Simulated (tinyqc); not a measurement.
Ways to converge the cycle: SCF convergence aids in the sto-6g basis, for Li+, spin multiplicity 1. Computed by the program tinyqc with PySCF. RHF with one setting changed at a time; a run stops when the energy changes by less than 1e-09 hartree and the error matrix is below 1e-5. The start is random orbitals. Damping d keeps d of the old density; a shift (hartree) raises the virtual levels; DIIS n extrapolates F over n matrices.

Geometry (angstrom):
```
atom       x       y       z
Li    0.0000  0.0000  0.0000
```

lowest restricted solution found by these runs and by PySCF = -7.221334 hartree

Largest element of the error matrix X^T (FDS - SDF) X:
```
iteration    plain  damping 0.3  damping 0.6  shift 0.4   DIIS 3   DIIS 8
1          2.2e+00      2.2e+00      2.2e+00    2.2e+00  2.2e+00  2.2e+00
2          1.2e-01      5.6e-01      1.2e+00    2.8e-01  1.2e-01  1.2e-01
3          1.6e-02      1.8e-01      6.9e-01    6.9e-02  1.4e-02  1.4e-02
4          2.2e-03      6.7e-02      4.0e-01    1.7e-02  5.1e-05  5.1e-05
5          3.0e-04      2.6e-02      2.3e-01    4.3e-03  9.4e-06  1.1e-05
6          4.1e-05      9.9e-03      1.4e-01    1.1e-03        -  7.2e-06
8                -      1.5e-03      5.8e-02    6.6e-05        -        -
10               -      2.3e-04      2.4e-02    4.1e-06        -        -
14               -      5.7e-06      4.3e-03          -        -        -
20               -      2.2e-08      3.3e-04          -        -        -
30               -            -      4.7e-06          -        -        -
```

How each run ends:
```
run          iterations  E (hartree)         state
plain                 7    -7.221334  lowest found
damping 0.3          21    -7.221334  lowest found
damping 0.6          44    -7.221334  lowest found
shift 0.4            10    -7.221334  lowest found
DIIS 3                5    -7.221334  lowest found
DIIS 8                6    -7.221334  lowest found
```

What does the comparison show, and why?

6 of 6 runs reach the lowest restricted solution found, in 5 to 44 iterations (fastest: DIIS 3). Plain steps already contract here, so damping only slows them. DIIS 3 and DIIS 8 gain by cancelling the error over several earlier matrices, much as a quasi-Newton step does.
